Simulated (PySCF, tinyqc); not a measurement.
Ways to converge the cycle: SCF convergence aids in the 6-31g basis, for Be, spin multiplicity 1. Computed by the program tinyqc with PySCF. RHF with one setting changed at a time; a run stops when the energy changes by less than 1e-09 hartree and the error matrix is below 1e-5. The start is the Wolfsberg-Helmholz matrix. Damping d keeps d of the old density; a shift (hartree) raises the virtual levels; DIIS n extrapolates F over n matrices.

Geometry (angstrom):

| atom | x | y | z |
|---|---|---|---|
| Be | 0.0000 | 0.0000 | 0.0000 |

lowest restricted solution found by these runs and by PySCF = -14.566764 hartree

Largest element of the error matrix X^T (FDS - SDF) X:

| iteration | plain | damping 0.3 | damping 0.6 | shift 0.4 | DIIS 3 | DIIS 8 |
|---|---|---|---|---|---|---|
| 1 | 1.7e-01 | 1.7e-01 | 1.7e-01 | 1.7e-01 | 1.7e-01 | 1.7e-01 |
| 2 | 3.9e-02 | 7.7e-02 | 1.2e-01 | 8.6e-02 | 3.9e-02 | 3.9e-02 |
| 3 | 8.7e-03 | 3.6e-02 | 8.0e-02 | 4.3e-02 | 3.0e-04 | 3.0e-04 |
| 4 | 1.9e-03 | 1.6e-02 | 5.6e-02 | 2.1e-02 | 2.9e-05 | 2.9e-05 |
| 5 | 4.2e-04 | 7.5e-03 | 3.8e-02 | 1.1e-02 | 4.9e-08 | 6.6e-08 |
| 6 | 9.3e-05 | 3.4e-03 | 2.7e-02 | 5.2e-03 | - | - |
| 8 | 4.5e-06 | 7.0e-04 | 1.3e-02 | 1.3e-03 | - | - |
| 10 | - | 1.4e-04 | 6.0e-03 | 3.1e-04 | - | - |
| 14 | - | 6.2e-06 | 1.4e-03 | 1.8e-05 | - | - |
| 20 | - | - | 1.4e-04 | - | - | - |
| 30 | - | - | 3.4e-06 | - | - | - |

How each run ends:

| run | iterations | E (hartree) | state |
|---|---|---|---|
| plain | 8 | -14.566764 | lowest found |
| damping 0.3 | 17 | -14.566764 | lowest found |
| damping 0.6 | 35 | -14.566764 | lowest found |
| shift 0.4 | 15 | -14.566764 | lowest found |
| DIIS 3 | 5 | -14.566764 | lowest found |
| DIIS 8 | 5 | -14.566764 | lowest found |

What does the comparison show, and why?

6 of 6 runs reach the lowest restricted solution found, in 5 to 35 iterations (fastest: DIIS 3, DIIS 8). Plain steps already contract here, so damping only slows them. DIIS 3 and DIIS 8 gain by cancelling the error over several earlier matrices, much as a quasi-Newton step does. The restricted reference is unstable here: a spin-polarised solution lies 0.0006 hartree lower (PySCF), so results built on it describe a poor reference.
